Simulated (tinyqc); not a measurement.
# Formation energy of a charged point defect from supercell energies, step by step

A worked calculation. Computed by tinyqc, a small Python program that keeps every step. Command: `OMP_NUM_THREADS=1 python tinyqc.py 3009529 3009530 out.jsonl formation walk`. One thread of a shared host (Intel(R) Xeon(R) Processor @ 2.30GHz), about 0.01 s of CPU time with the checks. Intermediate numbers are printed to about 6 digits and carried at full precision; extremes and crossings named in words are read from the listed rows.

The host is a compound AB. Making the defect adds n_A = 0, n_B = -1, n_X = 1 atoms to the cell. All total energies are inputs. E_F is counted from the valence-band maximum (VBM); x = 0 is A-rich and x = 1 B-rich growth.

Inputs (values chosen for the exercise, with gap and screening modelled on 4H-SiC):
```
quantity                       value      unit
gap E_g                          3.3        eV
E_VBM of the host cell         4.751        eV
potential alignment dV         -0.12        eV
dielectric constant eps         9.84         -
cell length L                     13  angstrom
mu_B of the pure element      -2.217        eV
formation enthalpy dH of AB    -2.91        eV
growth condition x              0.18         -
Fermi level E_F                 0.42        eV
temperature T                   1400         K
site density N_s             3.9e+22     cm^-3
mu_X of the pure element      -4.418        eV
formation enthalpy of AX        -2.4        eV
```

Defect: impurity X on a B site. Supercell lattice: sc.

charge states q: 2  1  0  -1  -2

E(defect, q) - E(host), in the order of q (eV): -12.107  -5.493  0.963  7.587  13.998

Constants: e^2/(4 pi eps_0) = 14.39964548 eV angstrom; k_B = 8.617333262e-05 eV/K.

## Chemical potentials

dmu_A = x dH and dmu_B = (1 - x) dH, so that dmu_A + dmu_B = dH; mu = mu(element) + dmu. The impurity is held at its solubility limit: dmu_X = min(0, dH(AX) - dmu_A). The reservoir term is sum n_i mu_i.

dmu_A = -0.5238 eV

dmu_B = -2.3862 eV

dmu_X = -1.8762 eV

sum n_i mu_i = -1.691 eV

The competing phase caps mu_X.

## Image-charge corrections

Image-charge correction of a point charge in a neutralising background: E_corr = q^2 alpha e^2/(4 pi eps_0) / (2 eps L), alpha = 2.837297 for a sc array with L the cube root of the volume.

E_corr (eV): (q=+2) 0.638775, (q=+1) 0.159694, (q=0) 0.000000, (q=-1) 0.159694, (q=-2) 0.638775

## Formation energies at E_F = 0

E_f(q, E_F) = [E(defect, q) - E(host)] - sum n_i mu_i + q (E_VBM + dV + E_F) + E_corr(q).

E_f(q, 0) (eV): (q=+2) -0.51522, (q=+1) 0.98869, (q=0) 2.65400, (q=-1) 4.80669, (q=-2) 7.06578

Caution: E_f at E_F = 0 is negative for at least one charge state, so in equilibrium E_F cannot reach the valence-band maximum.

## Transition levels and the lower envelope

eps(q/q') = [E_f(q', 0) - E_f(q, 0)]/(q - q'). U of state q is eps(q/q-1) - eps(q+1/q). The stable state at each E_F is the lowest line E_f(q, 0) + q E_F.

One-electron levels above the VBM (eV):
```
level     energy  U of the state between this level and the next
(+2/+1)  1.50392                                        0.161388
(+1/0)   1.66531                                        0.487388
(0/-1)   2.15269                                        0.106388
(-1/-2)  2.25908                                               -
```

Stable states:
```
q   from E_F (eV)  to E_F (eV)
+2        0.00000      1.50392
+1        1.50392      1.66531
0         1.66531      2.15269
-1        2.15269      2.25908
-2        2.25908      3.30000
```

Stable in the gap, from the VBM up: +2, +1, 0, -1, -2.

## The first and the last level

eps(q/q-1) = E_f(q - 1, 0) - E_f(q, 0).

level (+2/+1) = 1.50392 eV

level (-1/-2) = 2.25908 eV

## Concentrations at the given E_F and T

E_f(q, E_F) = E_f(q, 0) + q E_F. c_q = N_s exp(-E_f(q, E_F)/k_B T), with all degeneracy factors one and no vibrational entropy.

Charge states:
```
q   E_f (eV)  c_q (cm^-3)        share
+2   0.32478  2.64195e+21  9.99875e-01
+1   1.40869  3.31123e+17  1.25317e-04
0    2.65400  1.08914e+13  4.12198e-09
-1   4.38669  6.30466e+06  2.38607e-15
-2   6.22578  1.51098e+00  5.71848e-22
```

lowest formation energy = 0.324775 eV

total concentration = 2.64228e+21 cm^-3

mean charge = 1.99987 e

State +2 holds 100.0 % of the defects. Caution: more than 1 % of the sites are defective, beyond the dilute limit.

## Fermi level and growth conditions

Each entry is the lowest E_f over q.

Lowest formation energy (eV):
```
E_F (eV)  stable q  A-rich, x = 0   x = 0.5  B-rich, x = 1
0.000           +2       -0.51522  -0.51522       -0.00522
0.412           +2        0.30878   0.30878        0.81878
0.825           +2        1.13478   1.13478        1.64478
1.237           +2        1.95878   1.95878        2.46878
1.650           +1        2.63869   2.63869        3.14869
2.062            0        2.65400   2.65400        3.16400
2.475           -2        2.11578   2.11578        2.62578
2.887           -2        1.29178   1.29178        1.80178
3.300           -2        0.46578   0.46578        0.97578
```

Going from A-rich to B-rich growth shifts every line by +0.510 eV and moves no transition level. The slope of the envelope is the stable charge, so E_f is highest at E_F = 2.06 eV of those listed, and it falls on both sides: the defect is amphoteric and compensates either doping. Under A-rich growth E_f turns negative for part of the gap, so in equilibrium E_F cannot enter that part. Under B-rich growth E_f turns negative for part of the gap, so in equilibrium E_F cannot enter that part.

## What the corrections do to the levels

Levels eps(q/q-1) with the terms q dV and E_corr left out or kept.

Levels above the VBM (eV):
```
level        raw  with alignment  with image charge  with both
(+2/+1)  1.86300         1.98300            1.38392    1.50392
(+1/0)   1.70500         1.82500            1.54531    1.66531
(0/-1)   1.87300         1.99300            2.03269    2.15269
(-1/-2)  1.66000         1.78000            2.13908    2.25908
```

Alignment moves every level by -dV = +0.120 eV. The image term moves eps(q/q-1) by (1 - 2q) E_corr(1): (+2/+1) by -0.479, (+1/0) by -0.160, (0/-1) by +0.160, (-1/-2) by +0.479 eV, donor levels down and acceptor levels up. It adds 2 E_corr(1) = 0.319 eV to every U, which turns an apparent negative U of the raw energies into a positive one.

Checks made by the program: envelope against a direct minimum on a grid (relative difference below 1e-10).
